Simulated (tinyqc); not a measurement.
Gate work function from the charge.

Question. For an undoped double gate, Q = 8 eps0 eps_r Vt beta tan(beta)/ts with 0 < beta < pi/2, and at the source (Vg - dphi)/(2 Vt) - ln[(2/ts) sqrt(2 eps0 eps_r Vt/(q ni))] = ln(beta) - ln(cos beta) + 2 r beta tan(beta), r = eps_r tox/(eox ts). Find beta and dphi.

Inputs (values chosen for the exercise); material values close to those of silicon:
```
symbol,value,unit,meaning
T,300,K,temperature
eps_r,11.8,,relative permittivity of the semiconductor
eox,22.9,,relative permittivity of the gate insulator
tox,3,nm,insulator thickness
ts,15,nm,body thickness
Vg,0.62,V,gate voltage
```

Constants: q = 1.602176634e-19 C, kB = 1.380649e-23 J/K, Vt = kB T/q, eps0 = 8.8541878128e-14 F/cm where lengths are in cm. Results are converted to the units shown.

Qs = 60.466590 nC/cm^2
ni = 1.0671461e10 cm^-3

Solution. beta tan(beta) rises from 0 without bound on the interval, so the charge fixes beta; the second relation is then explicit in dphi.

beta = 0.6059
dphi = 0.1700 V

Computed by the program tinyqc: `OMP_NUM_THREADS=1 python tinyqc.py 2440103 2440104 out.jsonl`, one thread of a shared Intel Xeon 2.30GHz, about 0.02 s for the whole run.
